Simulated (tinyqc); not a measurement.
Inside a calculation. Model: ferroelectric with a first-order transition, Landau-Devonshire energy.

Program tinyqc, `OMP_NUM_THREADS=1 python tinyqc.py 2860132 2860133 out.jsonl`; Intel Xeon 2.30GHz, shared host, one thread, about 0.01 s. Printed values are rounded.

One domain with free energy u = al P^2 + be P^4 + ga P^6 - E P, al = a0 (T - T0), be < 0 < ga (P in uC/cm^2, E in kV/cm, u in mJ/cm^3). Equilibrium: E = 2 al P + 4 be P^3 + 6 ga P^5; a state is stable against small changes where dE/dP > 0. The coercive field is that of uniform switching, which real films, switching by domains, do not reach.

Values chosen for this exercise: slope of the quadratic coefficient a0 = 0.057 kV cm/(uC K); Curie-Weiss temperature T0 = 450 K; quartic coefficient be = -0.0032 kV cm^5/uC^3; sixth-order coefficient ga = 1.1e-6 kV cm^9/uC^5; temperature T = 430 K; applied field Ea = 850 kV/cm.

Constants: eps0 = 8.8541878128e-14 F/cm where lengths are in cm. Results are converted to the units shown.

## Spontaneous polarisation, coercive field and susceptibility

Ps^2 = [-be + sqrt(be^2 - 3 al ga)]/(3 ga); Pc^2 = [-3 be + sqrt(9 be^2 - 15 al ga)]/(15 ga), Ec = -E(Pc); susceptibility chi = 1/(eps0 dE/dP).

al = -1.14 kV cm/uC
Ps = 45.8652 uC/cm^2
u(Ps) at E = 0 = -6318.95 mJ/cm^3
Pc = 34.9322 uC/cm^2
Ec = 281.962 kV/cm
chi at Ps = 179.350

## Transition temperatures

TC = T0 + be^2/(4 a0 ga), where u(Ps) = u(0); T1 = T0 + be^2/(3 a0 ga), where the polar minimum disappears. At TC the polarisation jumps from sqrt(-be/(2 ga)) to zero, with latent heat TC a0 Ps^2.

TC = 490.829 K
T1 = 504.439 K
jump of P = 38.1385 uC/cm^2
latent heat = 40.6942 J/cm^3

Thermal hysteresis can span T0 to T1, 54.4 K.

## Iteration 1: polarisation on the upper branch by Newton steps

P at the start = 64.2 uC/cm^2

f = 2 al P + 4 be P^3 + 6 ga P^5 - Ea, f' = 2 al + 12 be P^2 + 30 ga P^4, P(new) = P - f/f'.

f = 2814.75 kV/cm
f' = 400.050 kV cm/uC
P after iteration 1 = 57.1640 uC/cm^2

## Iteration 2: polarisation on the upper branch by Newton steps

As before.

f = 657.307 kV/cm
f' = 224.614 kV cm/uC
P after iteration 2 = 54.2376 uC/cm^2

## Course of the iteration: polarisation on the upper branch by Newton steps

Stop when P changes by less than 1e-10 uC/cm^2, or after 40 iterations. The rule counts as met only at the stable state of positive P.

Course of the iteration:
```
iteration  P (uC/cm^2)  |change| (uC/cm^2)
1              57.1640                7.04
2              54.2376                2.93
3              53.7572               0.480
4              53.7453              0.0119
5              53.7453             7.14e-6
6              53.7453            2.57e-12
```

Converged in 6 iterations. At the end the number of correct digits about doubles with each step. There chi = 69.7.
